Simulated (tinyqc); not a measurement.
Grain-boundary trapping model (Seto) of a polycrystalline semiconductor film: one step, computed by the program tinyqc.

Grains of equal size L are joined by thin boundaries with one trap level. Trapped carriers deplete a width W on each side and raise a barrier, crossed by thermionic emission. Dopants are fully ionised, statistics are non-degenerate and mu_g does not depend on T.

Question. Barrier. N_c(T) = N_c (T/300 K)^(3/2). Filled traps Q = Q_t/(1 + (1/2) exp((E_t* - E_F)/k_B T)), where E_t* = e V_B - E_t and E_F are counted from the band edge at the grain centre. Partial depletion: Q = 2 N W, V_B = e N W^2/(2 eps eps_0), E_F = k_B T ln(N/N_c); solve for W. If that W would exceed L/2 the grain is fully depleted: W = L/2, Q = N L, and E_F follows from the trap equation. Centre density n_0 = N_c exp(E_F/k_B T).

Inputs (values chosen for the exercise, modelled on polycrystalline germanium):
```
quantity                                     value    unit
permittivity eps                                16       -
effective density of states at 300 K, N_c  6.2e+18  1/cm^3
grain size L                                    44      nm
trap density Q_t                           3.6e+12  1/cm^2
trap level E_t below the band edge            0.23      eV
doping N                                   2.5e+18  1/cm^3
temperature T                                  250       K
```

Grain interior: neglected.

Constants: k_B = 8.617333262e-05 eV/K; e = 1.602176634e-19 C; eps_0 = 8.8541878128e-12 F/m.

Give: depletion width W; barrier V_B; E_F; centre density n_0.

Answer.

depletion width W = 7.1953 nm

barrier V_B = 0.073190 V

E_F = -0.013675 eV

centre density n_0 = 2.50e+18 1/cm^3

The grain is partly depleted; 99.9 % of the traps are filled, and they hold 32.7 % of the carriers. Caution: E_F is within 2 k_B T of the band edge, so non-degenerate statistics fail, and tunnelling through so thin a barrier adds to the current.
